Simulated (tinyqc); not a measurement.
Round or elliptic silicon nanowire with anisotropic valleys (Ritz method): sweeps and comparisons. A value that a table varies takes the place of the one given here.

Wire along x = [110] on a (001) wafer, y = [-110], z = [001]. Valley groups (w = inverse masses): A, two valleys along z: w_y = 1/mt, w_z = 1/ml, m_x = mt; B, four valleys in the wafer plane: w_y = (1/ml + 1/mt)/2, w_z = 1/mt, m_x = (ml + mt)/2.

Hard wall on the ellipse (y/a)^2 + (z/b)^2 = 1, c = hbar^2/2m0. With u = y/a, v = z/b the operator is -c [(w_y/a^2) d2/du2 + (w_z/b^2) d2/dv2] on the unit disc. Basis (1 - u^2 - v^2) u^i v^j; S, X and Y are the disc integrals of f f', (df/du)(df'/du) and (df/dv)(df'/dv), from the integral of u^p v^q = 2 Gamma((p+1)/2) Gamma((q+1)/2)/((p + q + 2) Gamma((p+q+2)/2)) for even p, q; H = c (w_y X/a^2 + w_z Y/b^2).

Converged values use 21 functions of each parity class (e or o in u, then in v).

Constants: hbar^2/2m0 = 3.80998211 eV angstrom^2.

Inputs chosen for the exercise (near those of a Si nanowire; the results hold for these values, not for the real material): ml = 0.928 m0 (longitudinal mass); mt = 0.193 m0 (transverse mass); a = 25 angstrom (semi-axis along y); b = 27 angstrom (semi-axis along z); asp = (0.4, 0.6, 0.8, 1, 1.3, 1.8, 2.5) (ratios a/b); area = 21.2 nm^2 (cross-section, kept fixed); hw = 1 (height over mean width).

## Size of the basis

Lowest level of each group with 1, 3, 6 and 21 even functions.

Levels (meV):
```
functions       A       B
1          111.65  138.47
3          105.55  133.38
6          105.42  133.35
21         105.42  133.35
```

One function errs by 5.9 % for A and 3.8 % for B, six by 0.00098 and 2.9e-05 meV. The error grows with the axis ratio of the stretched ellipse (2.37, 1.19); for a circle it is 6/5.783 - 1 = 3.7 %.

## Flattening the wire at fixed area

a = sqrt(area x ratio/pi), b = a/ratio, 1 nm^2 = 100 angstrom^2; lowest level of each group.

Levels (eV):
```
a/b  a (angstrom)  b (angstrom)       A       B
0.4          16.4          41.1  0.2036  0.1596
0.6          20.1          33.5  0.1449  0.1357
0.8          23.2          29.0  0.1165  0.1315
1.0          26.0          26.0  0.1004  0.1354
1.3          29.6          22.8  0.0873  0.1482
1.8          34.9          19.4  0.0786  0.1771
2.5          41.1          16.4  0.0778  0.2234
```

Each group is lowest where its stretched ellipse is a circle, at a/b = sqrt(w_y/w_z): 2.19 for A and 0.78 for B. The lowest group is B in the first row and A in the last, crossing between a/b = 0.6 and 0.8; B - A is -44 meV in the first row and +146 meV in the last.

## Shape of the cross-section

Equal area, hard walls, lowest level of -c (w_y d2/dy2 + w_z d2/dz2), c = hbar^2/2m0. Rectangle W x H with H/W = hw; ellipse with b/a = hw; trapezoid of height H, base W/0.8 and top 0.6 of the base; isosceles triangle of height H and base 2W. Ellipse, trapezoid and triangle by converged Ritz bases; 1 nm^2 = 100 angstrom^2.

Levels:
```
shape      A (eV)  B (eV)  B - A (meV)
rectangle  0.1110  0.1474         36.4
ellipse    0.1004  0.1354         35.0
trapezoid  0.1092  0.1503         41.1
triangle   0.0982  0.1951         96.9
```

W = 46.0 angstrom
H = 46.0 angstrom

For group A the order is triangle, ellipse, trapezoid, rectangle, spanning 13 %. For group B the order is ellipse, rectangle, trapezoid, triangle, spanning 44 %. The ellipse lies below the rectangle for both groups, since corners hold little of the wave function. The triangle is lowest for A, whose light mass lies across the width and gains from the wide base. The spacing B - A of the valley groups runs from 35 to 97 meV.

## What each parameter does

Lowest level of groups A and B. Each row changes one parameter from the base and keeps the others.

Results:
```
case             A (eV)  B (eV)  B - A (meV)
base             0.1054  0.1334         27.9
a = 23 angstrom  0.1212  0.1434         22.3
b = 25 angstrom  0.1085  0.1462         37.8
ml = 1.039 m0    0.1034  0.1323         28.9
mt = 0.212 m0    0.0976  0.1223         24.6
```

The largest shifts from the base row, up to three for each result and ties (the steps differ in size, so this ranks the rows, not the parameters). A (eV): a +0.0157, mt -0.0078, b +0.0030. B (eV): b +0.0129, mt -0.0111, a +0.0101. B - A (meV): b +9.9, a -5.6, mt -3.3.

Program tinyqc; command `OMP_NUM_THREADS=1 python tinyqc.py 1252763 1252764 out.jsonl`; about 0.02 s on one thread of a shared Intel(R) Xeon(R) Processor @ 2.30GHz.
